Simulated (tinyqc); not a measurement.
Inside a calculation. Method: CIS on RHF in the sto-3g basis, for H4, spin multiplicity 1. One step of it, computed by the program tinyqc.

Question. CIS triplet states. Diagonalise A (1 hartree = 27.211386 eV); each vector has its largest component positive (the first on a tie).

CIS matrix A, triplet (hartree):
```
          1>3       1>4       2>3       2>4
1>3  0.522662  0.000000  0.000000  0.199077
1>4  0.000000  0.762262  0.199077  0.000000
2>3  0.000000  0.199077  0.429461  0.000000
2>4  0.199077  0.000000  0.000000  0.676429
```

Give: triplet excitation energies; lowest vectors.

Answer.

triplet excitation energies (eV): 9.1539  10.5073  22.1216  23.2746

lowest vectors:
```
     state 1  state 2  state 3  state 4
1>3   0.0000   0.8247   0.5656   0.0000
1>4  -0.4235   0.0000   0.0000   0.9059
2>3   0.9059   0.0000   0.0000   0.4235
2>4   0.0000  -0.5656   0.8247   0.0000
```
